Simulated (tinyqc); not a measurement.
Delay unit and parasitic delay from two ring oscillators.

Question. A ring of 21 inverters oscillates at 1/(2 x 21 d), with stage delay d = tau (h + p) for fan-out h. Find tau, p and the delay at fan-out 4.

frequencies of 21-stage ring oscillators with fan-out 2 and 4 (GHz): 1.4242616  0.90540492

Solution. d is a straight line in h with slope tau and intercept tau p.

tau = 4.790 ps
p = 1.490
delay at fan-out 4 = 26.30 ps

Numbers from tinyqc (`OMP_NUM_THREADS=1 python tinyqc.py 2082080 2082081 out.jsonl`; about 0.01 s on one thread of a shared Intel Xeon 2.30GHz).
